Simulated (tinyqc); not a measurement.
Resonant-tunnelling diode, transfer matrices and Tsu-Esaki current: two steps of the calculation.

Emitter (band edge 0), barrier d1, well Lw, barrier d2, spacer ds, collector (edge -V). The bias drops linearly over these layers and none in the contacts; each layer is cut into ns equal slices, flat at the value of their centres. E is the energy of motion across the layers, C = hbar^2/(2 m0), psi and psi'/m are continuous. Transport is coherent, T(E) is taken as independent of the transverse momentum, and charge in the well is ignored.

Parameters, values chosen for the exercise; masses and offsets of a made-up heterostructure:
```
symbol,value,unit,meaning
mw,0.059,m0,"mass in the well, spacer and contacts"
U1,0.29,eV,barrier height
m1,0.088,m0,barrier mass
d1,2.6,nm,emitter barrier
Lw,6.3,nm,well width
d2,2.6,nm,collector barrier
ns,1,,slices in each layer
ds,2.8,nm,undoped spacer after the collector barrier
V,0.11,V,bias of the collector
```

Constants: q = 1.602176634e-19 C, hbar = 1.054571817e-34 J s. Results are converted to the units shown.

Task 1. Slices under bias. U = edge of the layer - V x/Lt at the centre x of each slice, Lt the summed thickness.

Give: U; m; width.

Result 1.

```
slice   U (eV)  m (m0)  width (nm)
0       0.2800   0.088       2.600
1      -0.0442   0.059       6.300
2       0.2115   0.088       2.600
3      -0.0992   0.059       2.800
```

Task 2. Breit-Wigner parameters from a parabola through 1/T(E). Near a resonance 1/T(E) = (1/Tp) [1 + (2 (E - Er)/G)^2]. With y = 1/T(E) at E0 - h, E0, E0 + h: a = (y1 + y3 - 2 y2)/(2 h^2), b = (y3 - y1)/(2 h), Er = E0 - b/(2 a), 1/Tp = y2 - b^2/(4 a), G = 2 sqrt(1/(Tp a)), tau = hbar/G.

three energies (eV): 0.018258  0.019658  0.021058
T(E) at these energies: 0.54574096  0.68135857  0.31730834

Give: Er; Tp; G; tau.

Result 2.

Er = 0.01921 eV
Tp = 0.7345
G = 3.228 meV
tau = 203.9 fs

The true maximum of T(E) lies at 0.019171 eV with height 0.7479 and full width 3.083 meV; the fitted G is 4.7 % above that width.

Numbers from tinyqc (`OMP_NUM_THREADS=1 python tinyqc.py 2600127 2600128 out.jsonl`; about 0.2 s on one thread of a shared Intel Xeon 2.30GHz).
